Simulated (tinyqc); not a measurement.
## Coupling ratio and rate constant from the late transient

Inverse problem. Long after the knee a floating-gate cell follows U = Vg - (tox/ag) B/ln(K t). Find K and ag.

Values chosen for this exercise: tunnel oxide thickness tox = 9.1 nm; control-gate voltage Vg = 13.1 V.

U at t = 0.006 and 0.6 s (V): [0.54684168, 2.3126506]
B = 24.837524 V/nm

Answer. 1/(Vg - U) is linear in ln t; the ratio of the two values gives ln(K t_a), and either value gives ag.

K = 2.75e14 1/s
ag = 0.640

Computed by the program tinyqc: `OMP_NUM_THREADS=1 python tinyqc.py 2130068 2130069 out.jsonl`, one thread of a shared Intel Xeon 2.30GHz, about 0.01 s for the whole run.
